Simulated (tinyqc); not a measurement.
Small-signal admittance of a forward-biased p+-n diode: one step of the calculation.

Holes injected into a neutral base of width wb with an ohmic contact at its end; low injection, p0 far above the equilibrium density. A small voltage v exp(i w t), w = 2 pi f, modulates the edge density by p0 v/Vt, and the small-signal density obeys Dp d2p/dx2 = (1/tau + i w) p.

Problem. The same by finite differences. 8 equal intervals, h = wb/8; u = small-signal density over its edge value, u_0 = 1, u_8 = 0; u_(i-1) + b u_i + u_(i+1) = 0 with b = -2 - h^2 (1/tau + i w)/Dp; Y = (q Dp p0/(Vt h)) (-b/2 - u_1), which includes the half box at the edge.

Values chosen for this exercise; permittivity close to that of gallium arsenide: temperature T = 300 K; hole diffusion coefficient Dp = 6.1 cm^2/s; hole lifetime tau = 3e-9 s; width of the neutral base wb = 0.3 um; excess hole density at the junction edge p0 = 3.8e12 cm^-3; signal frequency f = 4.7e8 Hz.

Constants: q = 1.602176634e-19 C, kB = 1.380649e-23 J/K, Vt = kB T/q. Results are converted to the units shown.

Find: b; u; Y on the mesh.

Solution.

b = -2.001-0.007i
u, node 1 to 7: [0.8728-0.0148i, 0.7464-0.0236i, 0.6207-0.0273i, 0.4957-0.0269i, 0.3713-0.0231i, 0.2473-0.0168i, 0.1235-0.0088i]
Y on the mesh = 4.887+0.696i S/cm^2

Program tinyqc, `OMP_NUM_THREADS=1 python tinyqc.py 2890177 2890178 out.jsonl`; Intel Xeon 2.30GHz, shared host, one thread, about 0.01 s.
